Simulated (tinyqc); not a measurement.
Floating body of a partially depleted SOI transistor: body voltage and kink: output curve and kink.

Source at 0 V. Channel current Ic = 2 nf K Vt^2 [F(0) - F(Vd)](1 + la Vd), F(V) = ln^2(1 + exp((Vg - VT - nf V)/(2 nf Vt))), VT = VT0 - gb Vb. Saturation voltage Vs = 2 Vt sqrt(F(0)) + 3 Vt, excess Ve = (Vd - Vs + sqrt((Vd - Vs)^2 + 0.0004 V^2))/2, multiplication M1 = Ai Ve exp(-Bl/Ve). Each junction passes D(v) = J1 (exp(v/Vt) - 1) + J2 (exp(v/(2 Vt)) - 1). Bipolar current Ib = bb J1 (exp(Vb/Vt) - 1). The body settles where M1 (Ic + Ib) = D(Vb) + D(Vb - Vd) + Vb/Rb; drain current Id = (1 + M1)(Ic + Ib) - D(Vb - Vd).

Rows with more than one solution for Vb (latch) are left out; dId/dVd by a forward difference over 1e-4 V, swing = 1e-4 V over the change of log10 Id; M1 under 1e-12 is printed as 0.

Parameters, values chosen for the exercise; values of the order met in partially depleted silicon-on-insulator transistors: temperature T = 398 K; threshold at zero body voltage VT0 = 0.39 V; fall of the threshold per volt of body voltage gb = 0.26; slope factor nf = 1.16; gain factor per width K = 310 uA/(V^2 um); channel-length modulation factor la = 0.04 1/V; impact-ionisation prefactor Ai = 3.17 1/V; impact-ionisation voltage Bl = 4.7 V; diffusion saturation current of each junction J1 = 5.3e-10 uA/um; recombination saturation current of each junction J2 = 1.1e-6 uA/um; gain of the lateral bipolar transistor on the diffusion current bb = 3; resistance of a weak body tie to the source (1e9 stands for no tie, and the term is then dropped) Rb = 1e9 kohm um; gate voltage Vg = 0.94 V.

Constants: q = 1.602176634e-19 C, kB = 1.380649e-23 J/K, Vt = kB T/q. Results are converted to the units shown.

Result of one run:
```
Vd (V)	Vb (V)	M1	Id, floating (uA/um)	Id, grounded (uA/um)	ratio	dId/dVd, floating (uS/um)	dId/dVd, grounded (uS/um)
1.8	0.7739	0.03779	94.31	46.94	2.009	93.02	16.01
```

What becomes of these results when the drain voltage Vd is changed from 1.8 to 1.64 V, all else the same?

Result of the changed run:
```
Vd (V)	Vb (V)	M1	Id, floating (uA/um)	Id, grounded (uA/um)	ratio	dId/dVd, floating (uS/um)	dId/dVd, grounded (uS/um)
1.64	0.7384	0.01514	83.20	44.83	1.856	51.13	10.58
```

The whole series:
```
Vd (V)	Vb (V)	M1	Id, floating (uA/um)	Id, grounded (uA/um)	ratio	dId/dVd, floating (uS/um)	dId/dVd, grounded (uS/um)
1.16	0.5192	6.274e-5	65.62	42.33	1.550	47.89	2.002
1.32	0.6268	7.834e-4	71.71	42.75	1.677	31.82	3.394
1.48	0.6925	0.004422	76.70	43.50	1.763	33.18	6.268
1.64	0.7384	0.01514	83.20	44.83	1.856	51.13	10.58
1.8	0.7739	0.03779	94.31	46.94	2.009	93.02	16.01
```

Vb rises from 0.519 to 0.774 V and the ratio of the currents rises from 1.55 to 2.01. The output conductance with a floating body exceeds the grounded value by the largest factor among the rows, 23.9, at Vd = 1.16 V, where Vb = 0.519 V and M1 = 6.27e-5.

Range of the model: The multiplication law is an empirical form chosen for the exercise; self-heating and capacitive coupling to the body are left out, and the linear laws are rough once Vb passes about 0.7 V or M1 about 0.1.

Numbers from tinyqc (`OMP_NUM_THREADS=1 python tinyqc.py 2182087 2182088 out.jsonl`; about 0.2 s on one thread of a shared Intel Xeon 2.30GHz).
